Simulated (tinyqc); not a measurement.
# Changing the relaxation energy E_R

Model: oxide trap near a transistor channel: two-state multiphonon kinetics, telegraph noise and bias instability. Computed by tinyqc, a small Python program. Command: `OMP_NUM_THREADS=1 python tinyqc.py 3031952 3031953 out.jsonl oxidetrap sweep`. One thread of a shared host (Intel(R) Xeon(R) Processor @ 2.30GHz), about 0.01 s of CPU time with the checks.

An n-channel device under positive gate bias. The trap is empty (state 1) or holds an electron (state 2); both states are parabolas of equal curvature, and the electron reservoir is taken at the Fermi level of the channel.

Inputs (values chosen for the exercise, with an insulator like HfO2 on silicon):

| quantity | value | unit |
|---|---|---|
| trap depth x from the interface | 1.5 | nm |
| tunnel barrier phi_b | 1.51 | eV |
| tunnelling mass m_ox | 0.19 | m_0 |
| trap level above E_F at zero field E_t | 0.26 | eV |
| oxide field F | 1.6 | MV/cm |
| attempt rate k_0 at the interface | 2e+11 | 1/s |
| temperature T | 200 | K |

Parts treated: one trap and an ensemble.

Constants: hbar^2/(2 m_0) = 3.80998212 eV angstrom^2; k_B = 8.617333262e-05 eV/K.

Method. kappa = sqrt(2 m_ox phi_b)/hbar = sqrt(m_ox phi_b/(hbar^2/2m_0)); attenuation length lambda = 1/(2 kappa); factor exp(-x/lambda) for a rectangular barrier. E_21 = E_t - e F x is the energy of state 2 over state 1; barriers E_c = (E_R + E_21)^2/(4 E_R), E_e = E_c - E_21; tau_c = exp(E_c/k_B T)/(k_0 P), tau_e = exp(E_e/k_B T)/(k_0 P), P the tunnelling factor; occupation f_2 = tau_e/(tau_c + tau_e); 1/tau_0 = 1/tau_c + 1/tau_e.

One run for each value:

| relaxation energy E_R (eV) | capture time tau_c (s) | emission time tau_e (s) | capture barrier E_c (eV) | occupation f_2 |
|---|---|---|---|---|
| 0.50 | 4.799e-05 | 1.504e-05 | 0.1352 | 0.2386 |
| 0.93 | 2.442e-02 | 7.651e-03 | 0.2426 | 0.2386 |
| 1.80 | 7.364e+03 | 2.308e+03 | 0.4601 | 0.2386 |
| 2.20 | 2.437e+06 | 7.635e+05 | 0.5600 | 0.2386 |
| 2.60 | 8.063e+08 | 2.526e+08 | 0.6600 | 0.2386 |
| 3.10 | 1.138e+12 | 3.566e+11 | 0.7850 | 0.2386 |
| 3.50 | 3.767e+14 | 1.180e+14 | 0.8850 | 0.2386 |

Give the missing row, relaxation energy E_R (eV) = 1.40.

Computed row:
```
relaxation energy E_R (eV)  capture time tau_c (s)  emission time tau_e (s)  capture barrier E_c (eV)  occupation f_2
1.40                                     2.227e+01                6.977e+00                    0.3601          0.2386
```

Interpolating between the two neighbouring rows (the first column on a logarithmic scale, the others too where they are positive) misses most in capture time tau_c (s), by 170 %. Over the rows, capture time tau_c (s) rises from 4.80e-5 to 3.77e14 (exponent d ln y / d ln x 10 between the first rows and 48 between the last); emission time tau_e (s) rises from 1.50e-5 to 1.18e14 (exponent d ln y / d ln x 10 between the first rows and 48 between the last); capture barrier E_c (eV) rises from 0.135 to 0.885 (exponent d ln y / d ln x about 0.97 throughout). E_R changes both barriers alike, by about a quarter of itself, and leaves the occupation alone.

Caution (rows 2.20, 2.60, 3.10, 3.50): at this temperature nuclear tunnelling through such barriers shortens the times below these classical values.
